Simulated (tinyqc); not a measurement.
# Changing the anneal time t

Model: kinetics of strain relaxation and threading dislocations in mismatched semiconductor layers. Computed by tinyqc, a small Python program. Command: `OMP_NUM_THREADS=1 python tinyqc.py 3007828 3007829 out.jsonl threading sweep`. One thread of a shared host (Intel(R) Xeon(R) Processor @ 2.30GHz), about 0.01 s of CPU time with the checks.

60-degree dislocations on {111} planes of a (001) layer, isotropic elasticity. The Schmid factor is 1/sqrt(6), and a misfit segment relieves strain with b/2.

Inputs (values chosen for the exercise, modelled on In(0.2)Ga(0.8)As on GaAs):

| quantity | value | unit |
|---|---|---|
| misfit f | 0.0152 | - |
| shear modulus G | 43.5 | GPa |
| Poisson ratio nu | 0.32 | - |
| Burgers vector b | 4.05 | angstrom |
| glide activation energy Q | 1.29 | eV |
| velocity prefactor v0 | 9300 | m/s per MPa |
| layer thickness h | 150 | nm |
| anneal temperature T | 631 | K |
| initial thread density rho_0 | 1.2e+06 | 1/cm^2 |
| multiplication constant delta | 11000 | 1/m |

Sources: fixed density of threads.

Constants: k_B = 8.617333262e-05 eV/K.

Method:
- Excess resolved stress tau = (1/sqrt 6) [2 G (1 + nu)/(1 - nu)] (e - e_eq), e_eq = b (1 - nu/4) [ln(h/b) + 1]/(4 pi (1 + nu) h), the Matthews-Blakeslee strain of an uncapped layer; glide velocity v = v0 tau exp(-Q/(k_B T)), tau in MPa.
- Threads run in two directions, so de/dt = -(b/4) rho v, with rho fixed. With x = e - e_eq, x0 = f - e_eq (fully strained at t = 0) and v = m S x (m the mobility, S x = tau): x = x0 exp(-t/t_r), t_r = 4/(b rho_0 m S).
- The half time is that at which x = x0/2.

One run for each value:

| anneal time t (s) | share of the excess strain relieved (%) | strain left e | thread density (1/cm^2) |
|---|---|---|---|
| 0.89 | 3.391 | 0.014720 | 1.20e+06 |
| 1.60 | 6.013 | 0.014348 | 1.20e+06 |
| 2.80 | 10.284 | 0.013743 | 1.20e+06 |
| 4.90 | 17.298 | 0.012750 | 1.20e+06 |
| 8.50 | 28.068 | 0.011224 | 1.20e+06 |
| 15.00 | 44.088 | 0.008955 | 1.20e+06 |
| 26.00 | 63.496 | 0.006206 | 1.20e+06 |
| 46.00 | 83.186 | 0.003417 | 1.20e+06 |
| 81.00 | 95.670 | 0.001649 | 1.20e+06 |
| 140.00 | 99.560 | 0.001098 | 1.20e+06 |

Over the rows, share of the excess strain relieved (%) rises from 3.39 to 99.6 (exponent d ln y / d ln x 0.98 between the first rows and 0.073 between the last); strain left e falls from 0.0147 to 0.00110 (exponent d ln y / d ln x -0.044 between the first rows and -0.74 between the last); thread density (1/cm^2) does not change. The excess strain decays exponentially.

Caution (rows 1.60, 2.80, 4.90, 8.50, 15.0, 26.0, 46.0, 81.0, 140): blocking of threads by crossing misfit lines, left out here, leaves real layers with more strain.

Extremes, crossings and ranges named in words are read from the listed rows.
